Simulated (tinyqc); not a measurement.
# Probe couplings from its potential

Question. One voltage probe p sits between leads L (mu = 1) and R (mu = 0) without magnetic field: mu_p = T_pL/(T_pL + T_pR), T_eff = T_RL + T_pL T_pR/(T_pL + T_pR). Find T_pL and T_pR.

T_RL = 0.27
mu_p = 0.45569620
T_eff = 0.46594937

Answer. T_eff - T_RL equals T_pL (1 - mu_p) and also T_pR mu_p.

T_pL = 0.360
T_pR = 0.430

Computed by the program tinyqc: `OMP_NUM_THREADS=1 python tinyqc.py 2700131 2700132 out.jsonl`, one thread of a shared Intel Xeon 2.30GHz, about 0.01 s for the whole run.
